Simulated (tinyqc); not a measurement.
Brouwer diagram: defect equilibria of an oxide against oxygen pressure (mass action). Computed by tinyqc, a small Python program. Command: `OMP_NUM_THREADS=1 python tinyqc.py 3020182 3020183 out.jsonl brouwer walk`. One thread of a shared host (Intel(R) Xeon(R) Processor @ 2.30GHz), about 0.01 s of CPU time with the checks.

Defects: oxygen vacancies V (charge +2), electrons n, holes p, the ionic partner X = O_i'' (charge -2), and the dopant. Activities are taken equal to concentrations.

Inputs (values chosen for the exercise, for a model oxide):
```
quantity,value,unit
reduction enthalpy H_r,4.1,eV
prefactor K_r0,2.9e+67,cm^-9 atm^(1/2)
gap E_g,3.42,eV
prefactor N_c N_v,2.9e+42,cm^-6
disorder enthalpy H_s,3.32,eV
prefactor K_s0,4.2e+45,cm^-6
dopant density N_d,7.3e+17,cm^-3
temperature T,800,K
```

Ionic disorder: anion Frenkel. Dopant (singly charged, fully ionised): donor.

Constants: k_B = 8.617333262e-05 eV/K.

Method:
- K_r = K_r0 exp(-H_r/k_B T) = [V] n^2 P^(1/2); K_i = N_c N_v exp(-E_g/k_B T) = n p; K_s = K_s0 exp(-H_s/k_B T) = [X] [V].
- Neutrality: 2 [V] + p + N_d = n + 2 [X]. With n as the unknown, [V] = K_r/(n^2 P^(1/2)), p = K_i/n, [X] = K_s/[V]; the log ratio is ln(positive/negative).
- The root is found by 60 bisections in ln n between n = 1e-10 and 1e25 cm^-3.
- The slope is d log n / d log P from this row and the one above; the last column names the largest term on each side. Pressures that give more than 3e21 cm^-3 are left out.

K_r = 4.30066e+41 cm^-9 atm^(1/2)

K_i = 8.26697e+20 cm^-6

K_s = 5.10705e+24 cm^-6

Log10 of the densities in cm^-3:
```
log10 P (atm),n,[V],p,[X],slope of n,balance
-32,19.317,19.000,1.6006,5.708,-,2 [V] = n
-28,18.669,18.295,2.2479,6.414,-0.16181,2 [V] = n
-24,18.103,17.428,2.8148,7.280,-0.14172,N_d = n
-20,17.872,15.889,3.0449,8.820,-0.05753,N_d = n
-16,17.863,13.907,3.0539,10.801,-0.00225,N_d = n
-12,17.863,11.907,3.0540,12.801,-0.00003,N_d = n
-8,17.863,9.908,3.0548,14.800,-0.00019,N_d = n
-4,17.802,8.029,3.1150,16.679,-0.01505,N_d = n
0,17.192,7.250,3.7255,17.458,-0.15264,N_d = 2 [X]
```

Regimes: 2 [V] = n from log P = -32 to -28, where that balance predicts a slope of -1/6 and the table comes as close as -0.162; N_d = n from log P = -24 to -4, where that balance predicts a slope of 0 and the table comes as close as 0.000; N_d = 2 [X] at log P = 0 alone (slope -1/4 deep inside that regime).

Extremes, crossings and ranges named in words are read from the listed rows.
